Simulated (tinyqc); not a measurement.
Chemical vapour deposition: Grove model, boundary layer, depletion and step coverage: one step, computed by the program tinyqc. Command: `OMP_NUM_THREADS=1 python tinyqc.py 3009694 3009695 out.jsonl cvd walk`. One thread of a shared host (Intel(R) Xeon(R) Processor @ 2.30GHz), about 0.01 s of CPU time with the checks.

A precursor diffuses to the surface and reacts there at first order; each molecule that reacts adds one formula unit of film.

Task: Uniformity across a wafer. Between two wafers the gas diffuses inward and reacts on both faces: (D/r) d/dr (r dC/dr) = 2 k_s C/s, so C(r)/C_g = I0(phi r/R)/I0(phi) with phi^2 = 2 k_s R^2/(s D); G(r) = k_s C(r)/N, 1 cm/s = 6e8 nm/min; the mean over the wafer is eta = 2 I1(phi)/(phi I0(phi)).

Inputs (values chosen for the exercise, close to those used for silicon nitride (counted as SiN4/3)):
```
quantity         value                unit
temperature T      790                   C
film density N   4e+22  formula units/cm^3
wafer radius R      15                  cm
wafer spacing s   0.77                  cm
```

Reactor: wafer stack, low pressure.

surface rate constant k_s = 0.2756581 cm/s

gas diffusivity D = 10354.03 cm^2/s

precursor density C_g = 5.522396e+14 1/cm^3

Give: Thiele modulus phi; growth rate G at the edge; rate at the centre over rate at the edge; effectiveness eta.

Result:

Thiele modulus phi = 0.1247

growth rate G at the edge = 2.283 nm/min

rate at the centre over rate at the edge = 0.9961

effectiveness eta = 0.9981

The centre lags the edge by 0.39 %; for small phi the lag is phi^2/4 = 0.39 %. Caution: the mean free path 3D/c is comparable with or larger than the wafer spacing, where wall collisions cap D near (2s) c/3 and the lag is larger than computed.
